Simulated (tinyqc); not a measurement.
Inside a calculation. Model: Joule-heated wire on a substrate, fin equation.

Program tinyqc, `OMP_NUM_THREADS=1 python tinyqc.py 2520067 2520068 out.jsonl`; Intel Xeon 2.30GHz, shared host, one thread, about 0.01 s. Printed values are rounded.

A wire of length L loses heat along itself to two contacts and sideways to the substrate: kap A theta'' - g theta + p = 0 with theta = T - T0 and p(x) = p0 exp(-((x/L - x0)/sg)^2/2). The ends are held at T0. Constant conductivity, diffusive heat flow.

Values chosen for this exercise:
- T0 = 300 K (temperature of substrate and contacts)
- kap = 90 W/(m K) (conductivity along the wire)
- A = 440 nm^2 (cross-section)
- g = 0.27 W/(m K) (conductance per length to the substrate)
- L = 1600 nm (length between the contacts)
- Rc = 0 K/uW (thermal resistance of each contact)
- p0 = 0.062 uW/nm (peak heating per length)
- x0 = 0.63 (place of the hot spot as a share of L)
- sg = 0.1 (width of the hot spot as a share of L)

## Healing length

LH = sqrt(kap A/g); far from the contacts uniform heating p0 would give theta = p0/g.

LH = 382.9708 nm
L/LH = 4.177864
p0/g = 229.6296 K

## The tridiagonal system

Nodes x_i = i h, h = L/12; box widths w_i = h (h/2 at the ends); c = kap A/h; equation of node i: -c theta_(i-1) + d_i theta_i - c theta_(i+1) = b_i with d_i = 2 c + g w_i, b_i = p(x_i) w_i; theta = 0 at the end nodes.

c = 0.297 uW/K

```
node  d (uW/K)       b (uW)
1         0.63  2.679204e-6
2         0.63  1.801614e-4
3         0.63  0.006049567
4         0.63    0.1014363
5         0.63    0.8493158
6         0.63     3.551007
7         0.63     7.413795
8         0.63     7.729229
9         0.63     4.023819
10        0.63     1.046037
11        0.63    0.1357884
```

## Temperature rise

Solve -c theta_(i-1) + d_i theta_i - c theta_(i+1) = b_i for nodes 1 to 11, with theta = 0 at nodes 0 and 12.

theta, node 0 to 12 (K): [0.00000, 6.34709, 13.46351, 22.21126, 33.63092, 48.78552, 66.99387, 81.36643, 80.63932, 63.66233, 40.85377, 19.47517, 0.00000]

The hottest node is 7, at 81.37 K above T0; a mesh of 800 steps gives a peak of 82.22 K, so the coarse value is 1.0 % below it. On the fine mesh 69.4 % of the heat leaves through the substrate and the rest through the contacts.
